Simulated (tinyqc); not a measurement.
Pinning of the barrier by interface states.

Cowley-Sze model with the space charge neglected: phiB = S (phiM - chi) + (1 - S)(Eg - phi0), S = 1/(1 + q Dit dl/(eps0 ei)), dl in cm.

Parameters, values chosen for the exercise; band and dielectric values close to those of silicon:
```
symbol,value,unit,meaning
Eg,1.1,eV,band gap
chi,4.07,eV,electron affinity
dl,0.4,nm,thickness of the interfacial layer
ei,1,,relative permittivity of the interfacial layer
phi0,0.58,eV,neutral level above the valence band
phiM,5.01,eV,metal work function
```

Constants: q = 1.602176634e-19 C, eps0 = 8.8541878128e-14 F/cm where lengths are in cm. Results are converted to the units shown.

Pinning of the barrier by interface states:

| Dit (cm^-2 eV^-1) | S | phiB (eV) | change of phiB for 0.5 eV more work function (eV) |
|---|---|---|---|
| 1e11 | 0.9928 | 0.9370 | 0.4964 |
| 3e11 | 0.9787 | 0.9311 | 0.4894 |
| 1e12 | 0.9325 | 0.9117 | 0.4663 |
| 3e12 | 0.8216 | 0.8651 | 0.4108 |
| 1e13 | 0.5801 | 0.7636 | 0.2901 |
| 3e13 | 0.3153 | 0.6524 | 0.1577 |
| 1e14 | 0.1214 | 0.5710 | 0.06069 |
| 3e14 | 0.04403 | 0.5385 | 0.02201 |
| 1e15 | 0.01363 | 0.5257 | 0.006814 |

What does the comparison show?

S falls from 0.993 to 0.0136, passing 1/2 at Dit = eps0 ei/(q dl) = 1.38e13 cm^-2 eV^-1. The barrier falls from 0.937 to 0.526 eV, from near the Schottky-Mott value phiM - chi = 0.940 eV towards the pinned value Eg - phi0 = 0.520 eV.

Numbers from tinyqc (`OMP_NUM_THREADS=1 python tinyqc.py 2020026 2020027 out.jsonl`; about 0.06 s on one thread of a shared Intel Xeon 2.30GHz).
